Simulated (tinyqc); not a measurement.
One-sided p+-n junction, ionisation integral and breakdown: multiplication against voltage.

A p+ layer at x < 0 and an n drift layer from x = 0. Depletion approximation, built-in voltage neglected. Local ionisation coefficients alpha_n = an exp(-(bn/E)^mx), alpha_p = ap exp(-(bp/E)^mx). Electrons move towards +x, holes towards x = 0.

W = sqrt(2 eps0 eps_r V/(q N)), peak field E0 = q N W/(eps0 eps_r), falling linearly to 0 at W. G(x) = integral from 0 to x of (alpha_n - alpha_p); I_n = integral of alpha_n exp(-G) (electrons injected at x = 0), I_p = integral of alpha_p exp(G(end) - G) (holes injected at the far edge); M = 1/(1 - I). Integrals on a fine grid; BV is where I_n = 1. Here BV = 1669.47 V; the Miller exponent is n = ln(1 - 1/M)/ln(V/BV).

Parameters, values chosen for the exercise; material values close to those of 4H silicon carbide:
- eps_r = 9.79 (relative permittivity)
- an = 1.69e8 1/cm (prefactor of the electron ionisation coefficient)
- bn = 3.27e7 V/cm (field constant for electrons)
- ap = 3.26e8 1/cm (prefactor of the hole ionisation coefficient)
- bp = 2.47e7 V/cm (field constant for holes)
- mx = 1 (exponent)
- N = 1.2e16 cm^-3 (donor density of the drift layer)

Constants: q = 1.602176634e-19 C, eps0 = 8.8541878128e-14 F/cm where lengths are in cm. Results are converted to the units shown.

Multiplication against voltage:

| V (V) | E0 (kV/cm) | I_n | I_p | M_n | M_p | Miller n, electrons | Miller n, holes |
|---|---|---|---|---|---|---|---|
| 668 | 1.72e3 | 3.54e-5 | 0.00910 | 1.00 | 1.01 | 11.2 | 5.13 |
| 835 | 1.92e3 | 3.32e-4 | 0.0500 | 1.00 | 1.05 | 11.6 | 4.32 |
| 1000 | 2.11e3 | 0.00181 | 0.168 | 1.00 | 1.20 | 12.3 | 3.48 |
| 1170 | 2.28e3 | 0.00788 | 0.404 | 1.01 | 1.68 | 13.6 | 2.55 |
| 1340 | 2.44e3 | 0.0320 | 0.700 | 1.03 | 3.34 | 15.7 | 1.62 |
| 1440 | 2.53e3 | 0.0773 | 0.846 | 1.08 | 6.49 | 17.3 | 1.13 |
| 1540 | 2.61e3 | 0.209 | 0.943 | 1.26 | 17.4 | 19.4 | 0.732 |
| 1600 | 2.66e3 | 0.411 | 0.977 | 1.70 | 43.7 | 20.9 | 0.545 |
| 1640 | 2.70e3 | 0.676 | 0.992 | 3.08 | 127 | 22.0 | 0.443 |

What does the comparison show?

M_n rises from 1.000 to 3.08 and M_p from 1.009 to 127; both diverge at BV. The Miller exponent for electrons rises from 11.2 to 22.0 and that for holes falls from 5.13 to 0.443, so one exponent describes neither over the whole range. The larger multiplication belongs to holes, whose coefficient at the peak field of the last row is 37.5 times the other.

Program tinyqc, `OMP_NUM_THREADS=1 python tinyqc.py 2120029 2120030 out.jsonl`; Intel Xeon 2.30GHz, shared host, one thread, about 0.06 s.
